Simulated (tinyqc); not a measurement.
Carrier lifetime of an n-type layer with SRH, radiative, Auger and surface recombination: one step of the calculation.

Uniform excess density dn = dp (no trapping), n = n0 + dn, p = p0 + dn, Boltzmann statistics, full ionisation. Surfaces enter as a rate 2 S dn/d, which holds while diffusion to them is fast.

Problem. Equilibrium densities and SRH constants. ni = sqrt(Nc Nv) exp(-Eg/(2 Vt)), Eg in volts; majority density N/2 + sqrt(N^2/4 + ni^2), n0 p0 = ni^2; n1 = Nc exp(-Et/Vt), p1 = Nv exp((Et - Eg)/Vt); tn0 = 1/(sn vth Nt), tp0 = 1/(sp vth Nt).

Inputs (values chosen for the exercise); band and dielectric values close to those of gallium arsenide:
```
symbol,value,unit,meaning
T,250,K,temperature
Eg,1.43,eV,band gap
Nc,3.29e17,cm^-3,conduction-band density of states at T
Nv,6.86e18,cm^-3,valence-band density of states at T
N,3.5e16,cm^-3,donor density
Nt,9.9e13,cm^-3,trap density
sn,3e-16,cm^2,capture cross-section for electrons
sp,5e-17,cm^2,capture cross-section for holes
vth,1.8e7,cm/s,thermal velocity (both carriers)
Et,0.46,eV,trap level below the conduction band
```

Constants: q = 1.602176634e-19 C, kB = 1.380649e-23 J/K, Vt = kB T/q. Results are converted to the units shown.

Give: ni; n0; p0; n1; p1; tn0; tp0.

Solution.

ni = 5794 cm^-3
n0 = 3.500e16 cm^-3
p0 = 9.592e-10 cm^-3
n1 = 1.754e8 cm^-3
p1 = 0.1914 cm^-3
tn0 = 1.871e-6 s
tp0 = 1.122e-5 s

Numbers from tinyqc (`OMP_NUM_THREADS=1 python tinyqc.py 2300114 2300115 out.jsonl`; about 0.01 s on one thread of a shared Intel Xeon 2.30GHz).
